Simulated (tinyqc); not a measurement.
Thermal, flicker and telegraph noise of a field-effect transistor: one step, computed by the program tinyqc.

Strong inversion, threshold roll-off and channel-length modulation left out; noise sources are uncorrelated and are given as one-sided spectral densities. The drain voltage is 50 mV.

Task: Flicker noise. C_ox = 3.9 eps_0/t; I = mu C_ox (W/L) V_ov V_D; g_m = I/V_ov; g_d0 = I/V_D. Tunnelling length lambda = hbar/(2 sqrt(2 m_ox phi)); flat-band noise S_Vfb = e^2 k_B T lambda N_t/(W L C_ox^2 f). S_I = g_m^2 S_Vfb.

Inputs (values chosen for the exercise, modelled on a silicon n-channel):

| quantity | value | unit |
|---|---|---|
| width W | 4.9 | micrometre |
| length L | 520 | nm |
| electrical oxide thickness t | 4.9 | nm |
| mobility mu | 330 | cm^2/(V s) |
| overdrive V_ov | 0.66 | V |
| oxide trap density N_t | 3.2e+18 | 1/(eV cm^3) |
| oxide barrier phi | 3 | eV |
| oxide mass m_ox | 0.22 | m_0 |
| frequency f | 20000 | Hz |
| temperature T | 300 | K |

Operating region: linear. Flicker model: number fluctuation.

drain current I = 72.31658 microampere

Constants: eps_0 = 8.8541878128e-12 F/m; hbar = 1.054571817e-34 J s; m_0 = 9.1093837015e-31 kg; e = 1.602176634e-19 C; k_B = 8.617333262e-05 eV/K.

Give: tunnelling length lambda; S_Vfb; flicker S_I; flicker S_I/I^2.

Result:

tunnelling length lambda = 1.201 angstrom

S_Vfb = 1.008e-13 V^2/Hz

flicker S_I = 1.210e-21 A^2/Hz

flicker S_I/I^2 = 2.314e-13 1/Hz
